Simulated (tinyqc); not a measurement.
Surface photovoltage measurement of the minority-carrier diffusion length in a wafer: one step, computed by the program tinyqc. Command: `OMP_NUM_THREADS=1 python tinyqc.py 3130495 3130496 out.jsonl spv walk`. One thread of a shared host (Intel(R) Xeon(R) Processor @ 2.30GHz), about 0.01 s of CPU time with the checks.

Low injection, steady light, a depletion layer much thinner than 1/alpha and L. The excess density dn is taken at the front edge of the neutral region; light that reaches the back is lost.

Problem. One wavelength. alpha = (84.732/lambda - 76.417)^2 per cm with lambda in micrometre (an empirical fit for silicon between 0.7 and 1.05 micrometre). Thick wafer: dn = Phi L/((S_f + D/L)(L + 1/alpha)). Finite wafer, with s = S_b L/D, w = W/L, a = alpha L: dn = [Phi a/(a^2 - 1)] [a - B - exp(-alpha W)(a - s)/(cosh w + s sinh w)]/(S_f + B D/L), B = (sinh w + s cosh w)/(cosh w + s sinh w). Photovoltage V = (k_B T/e) ln(1 + dn/n_0). Lifetime = L^2/D.

Inputs (values chosen for the exercise, modelled on p-type silicon at room temperature):
```
quantity                                             value        unit
diffusion length L                                     890  micrometre
wafer thickness W                                      725  micrometre
diffusivity D                                         33.6      cm^2/s
front recombination velocity S_f                       230        cm/s
back recombination velocity S_b                     890000        cm/s
photon flux entering                               8.3e+13  1/(cm^2 s)
minority density at the surface barrier scale n_0    4e+08      1/cm^3
temperature T                                          298           K
wavelength                                             973          nm
```

Constants: k_B = 8.617333262e-05 eV/K.

Give: alpha; penetration depth 1/alpha; dn, thick wafer; B; dn, finite wafer; photovoltage V; lifetime.

Solution.

alpha = 113.77 1/cm

penetration depth 1/alpha = 87.898 micrometre

dn, thick wafer = 1.2434e+11 1/cm^3

B = 1.4873

dn, finite wafer = 9.0345e+10 1/cm^3

photovoltage V = 139.30 mV

lifetime = 235.74 microsecond

Caution: dn is not small against n_0, so V is not linear in the flux; the constant-flux reading then needs dn, not V.
